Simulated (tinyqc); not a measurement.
Thermal and gravitational stress in a wafer during furnace and rapid thermal processing, and the onset of slip. From one set of inputs to another, one input at a time. Computed by tinyqc, a small Python program. Command: `OMP_NUM_THREADS=1 python tinyqc.py 3001102 3001103 out.jsonl slip ladder`. One thread of a shared host (Intel(R) Xeon(R) Processor @ 2.30GHz), about 0.01 s of CPU time with the checks.

A thin free disc in plane stress, isotropic; T(r) = T_centre + dT (r/R)^n with n = 2. Stress is positive in tension; sigma_SB = 5.670374419e-8 W/(m^2 K^4), g = 9.80665 m/s^2.

The inputs printed are set A. Inputs not listed in the table keep their values of set A, so the rows need not describe a real material.

Inputs (values chosen for the exercise, modelled on silicon):
```
quantity                             value        unit
wafer radius R                         225          mm
thickness t                            925  micrometre
Young's modulus E                      141         GPa
expansion alpha                       4.46      1e-6/K
edge less centre temperature dT         37           K
temperature T                         1275           K
prefactor A of the critical stress  0.0003         MPa
energy U of the critical stress       1.05          eV
density rho                           2330      kg/m^3
heat capacity c                        929    J/(kg K)
conductivity k                        25.7     W/(m K)
wafer spacing s                        9.7          mm
ramp rate                               14       K/min
```

Temperature profile: parabolic.

Constants: k_B = 8.617333262e-05 eV/K.

Method:
- With x = r/R: s_rr = alpha E dT (1 - x^n)/(n + 2), s_tt = alpha E dT [1 - (n + 1) x^n]/(n + 2).
- Critical resolved stress tau_c = A exp(U/(k_B T)), a form chosen for the exercise; slip when 0.492799 |s_tt(R)| > tau_c; allowed |dT| = tau_c (n + 2)/(0.492799 n alpha E).
- In a stack heated from the rim, heat flows inward by conduction and by radiation between wafers: k_eff = k + (16/3) sigma_SB T^3 s^2/t (a diffusion estimate with the spacing as path length). A steady ramp gives the parabolic lag dT = rho c (ramp) R^2/(4 k_eff); the allowed ramp uses n = 2.

Each row keeps all changes above it:
```
input moved                           from     to  hoop stress at the edge (MPa)  allowed |dT| (K)  lag of the centre (K)
set A                                    -      -                        -11.634            27.374                 71.454
heat capacity c (J/(kg K))             929    926                        -11.634            27.374                 71.224
Young's modulus E (GPa)                141    143                        -11.799            26.991                 71.224
conductivity k (W/(m K))              25.7   23.3                        -11.799            26.991                 73.187
ramp rate (K/min)                       14     18                        -11.799            26.991                 94.098
energy U of the critical stress (eV)  1.05  0.983                        -11.799            14.668                 94.098
expansion alpha (1e-6/K)              4.46   4.47                        -11.825            14.636                 94.098
thickness t (micrometre)               925    725                        -11.825            14.636                 78.282
```

Where does the difference come from?

Hoop stress at the edge goes from -11.6 to -11.8, -0.191 in all. The largest single move comes from Young's modulus E (-0.165). Allowed |dT| goes from 27.4 to 14.6, a factor 0.535 in all. The largest single move comes from energy U of the critical stress (a factor 0.543). lag of the centre goes from 71.5 to 78.3, a factor 1.10 in all. The largest single move comes from ramp rate (a factor 1.29), and thickness t works against it (a factor 0.832). The single moves hold for this order of the switches; the total does not depend on the order.

Extremes, crossings and ranges named in words are read from the listed rows.
